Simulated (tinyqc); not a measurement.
# Pillar capacitor in an array: capacitance, non-linearity, leakage and relaxation, step by step

Program tinyqc, `OMP_NUM_THREADS=1 python tinyqc.py 2102004 2102005 out.jsonl`; Intel Xeon 2.30GHz, shared host, one thread, about 0.01 s. Printed values are rounded.

A film between two metal electrodes, each interface adding a series capacitance ci. The small-signal permittivity is ek (1 + aq E^2); the field is found with the linear permittivity. Leakage J = J0 sinh(E/Ef). After a voltage step the film passes a relaxation current kr C V tt^(-nr), tt being the time in seconds. The sidewall is a coaxial capacitor with radii a = dm/2 and b = dm/2 + t, depth AR dm; the end face is left out.

Parameters, values chosen for the exercise; permittivity of the order of that of titanium dioxide: relative permittivity of the film ek = 85.2; film thickness t = 14 nm; capacitance of each electrode interface (dead layer and screening) ci = 1000 uF/cm^2; quadratic field coefficient of the permittivity aq = 0.032 cm^2/MV^2; bias V = 2.4 V; leakage prefactor J0 = 4.7e-11 A/cm^2; field for an e-fold rise of the leakage Ef = 0.33 MV/cm; diameter of the pillar dm = 87 nm; aspect ratio, depth over diameter AR = 70; pitch of the square array pt = 210 nm; resistivity of the inner electrode rho = 300 uohm cm.

Constants: eps0 = 8.8541878128e-14 F/cm where lengths are in cm. Results are converted to the units shown.

Range of the model: The field exceeds about 1.5 MV/cm, a sizeable part of the breakdown field expected for this permittivity.

## Planar capacitance, field and non-linearity

Planar film: Cf = eps0 ek/t, 1/C = 1/Cf + 2/ci, EOT = 3.9 eps0/C, effective permittivity C t/eps0, E = (V/t) C/Cf; quadratic coefficient [C(V)/C - 1]/V^2 with Cf (1 + aq E^2) in C(V).

Cf = 5.38841 uF/cm^2
C = 5.33096 uF/cm^2
EOT = 0.647751 nm
effective permittivity = 84.2916
E = 1.69601 MV/cm
quadratic coefficient = 15794.4 ppm/V^2
J = 4.00935e-9 A/cm^2

The interfaces take 1.07 % of the voltage.

## Cell capacitance, fields and time constant

Per length 1/c = ln(b/a)/(2 pi eps0 ek) + (1/a + 1/b)/(2 pi ci); cell capacitance c AR dm; per footprint over pt^2; fields c V/(2 pi eps0 ek r) at r = a and b; resistance of the inner electrode rho AR dm/(pi a^2); time constant R C/3 of the distributed line.

a = 43.5 nm
b = 57.5 nm
cell capacitance = 102.336 fF
capacitance per footprint = 232.054 uF/cm^2
field at a = 1.95598 MV/cm
field at b = 1.47974 MV/cm
R = 3.07334 kohm
R C/3 = 104.838 ps

The array gives 43.5 times the planar capacitance per footprint; curvature makes the field at the inner electrode 1.15 times the planar value.
